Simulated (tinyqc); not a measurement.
Worked calculation: Kane-Mele model of a buckled honeycomb layer in a normal field. Values are carried at full precision from step to step, so a last printed digit may differ when a step is redone from the rounded ones.

Sublattices A and B lie at +/-b, so the field gives them the energies +/-D, D = e b Ez (in eV for b in angstrom and Ez in V/angstrom); 2 lam is the gap at zero field. Near the valleys tau = +/-1, for spin sz = +/-1: H = hbar v (tau qx sx + qy sy) + m sz_AB with m = D - tau sz lam, hbar v = (sqrt3/2) a t. On the lattice the spin-orbit term is the second-neighbour hopping i (lam/3 sqrt3) nu sz, nu = +/-1 by the sense of the turn. The filled band of one cone contributes tau sign(m)/2 to the Chern number, in the sense Omega = curl of i<u|grad u>. Rashba terms are left out.

Constants: hbar^2/2m0 = 3.80998211 eV angstrom^2.

Values chosen for the exercise (of the size used for germanene; shifted at random, so the results belong to these values and not to a real crystal): a = 4.09 angstrom (lattice constant); t = 1.41 eV (hopping); lam = 0.036 eV (spin-orbit half gap); b = 0.31 angstrom (half the buckling height); Ez = 0.046 V/angstrom (normal field at the atoms, after screening; 0.01 is 1 MV/cm, and gates reach some 0.05); q = 0.019 1/angstrom (distance from K along x).

## The four Dirac masses

Form D, hbar v, and for each flavour m, the gap 2|m|, the band mass 2c|m|/(hbar v)^2 with c = hbar^2/2m0, and the share of the Chern number.

D = 14.260 meV
hbar v = 4.9943 eV angstrom

Flavours:

| tau | sz | m (meV) | gap (meV) | mass (m0) | share of C |
|---|---|---|---|---|---|
| 1 | 1 | -21.740 | 43.480 | 0.00664 | -0.5 |
| 1 | -1 | 50.260 | 100.520 | 0.01535 | 0.5 |
| -1 | 1 | 50.260 | 100.520 | 0.01535 | -0.5 |
| -1 | -1 | -21.740 | 43.480 | 0.00664 | 0.5 |

## Invariants

C(up) and C(down) are the sums over valleys; spin Chern number (C(up) - C(down))/2; valley number, the sum for tau = +1 less that for tau = -1; Z2 index |C(up)| mod 2; critical field lam/b.

C(up), C(down): -1  1

spin Chern number = -1
valley number = 0
Z2 = 1
critical field = 0.1161 V/angstrom

|D| < lam: the masses of one spin have opposite signs in the two valleys, a quantum spin Hall insulator.

## Levels and curvature at distance q

E = sqrt(m^2 + (hbar v q)^2); curvature of the filled band Omega = tau (hbar v)^2 m/(2 E^3).

At q:

| tau | sz | E (meV) | Omega (angstrom^2) |
|---|---|---|---|
| 1 | 1 | 97.350 | -293.9 |
| 1 | -1 | 107.380 | 506.3 |
| -1 | 1 | 107.380 | -506.3 |
| -1 | -1 | 97.350 | 293.9 |

In each valley the two spins differ by 10.030 meV, with opposite order in the other valley.

## Checks

- Curvature formula against a plaquette: both -293.9.

Run: tinyqc, `OMP_NUM_THREADS=1 python tinyqc.py 1451094 1451095 out.jsonl`; Intel(R) Xeon(R) Processor @ 2.30GHz, one thread, shared host; about 0.01 s of CPU time with all checks.
